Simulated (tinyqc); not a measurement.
Effect of the position of a charge sheet.

One sheet of 2.8e11 cm^-2 lies at the depth x from the gate; it shifts Vfb by -(q/eps0) Q s, with s = x/e2 in layer 2 and t2/e2 + (x - t2)/e1 in layer 1, and it induces the share s/(t1/e1 + t2/e2) of its image in the semiconductor.

Values chosen for this exercise:
```
symbol,value,unit,meaning
t1,1.8,nm,"thickness of layer 1, next to the semiconductor"
e1,3.98,,relative permittivity of layer 1
t2,4.3,nm,"thickness of layer 2, next to the gate"
e2,21.6,,relative permittivity of layer 2
```

Constants: q = 1.602176634e-19 C, eps0 = 8.8541878128e-14 F/cm where lengths are in cm. Results are converted to the units shown.

Effect of the position of a charge sheet:

| x (nm) | shift (mV) | image in the semiconductor (%) |
|---|---|---|
| 0 | 0 | 0 |
| 0.76 | -1.783 | 5.402 |
| 1.52 | -3.565 | 10.80 |
| 2.29 | -5.372 | 16.28 |
| 3.05 | -7.154 | 21.68 |
| 3.81 | -8.937 | 27.08 |
| 4.57 | -13.52 | 40.98 |
| 5.34 | -23.33 | 70.68 |
| 6.1 | -33.00 | 100.0 |

What does the table show?

The shift grows from 0 at the gate to -33.0 mV at the semiconductor, by -2.35 mV/nm in layer 2 and -12.7 mV/nm in layer 1, the ratio of the permittivities. A sheet between the layers has 30.6 % of its full effect.

Computed by the program tinyqc: `OMP_NUM_THREADS=1 python tinyqc.py 2010075 2010076 out.jsonl`, one thread of a shared Intel Xeon 2.30GHz, about 0.01 s for the whole run.
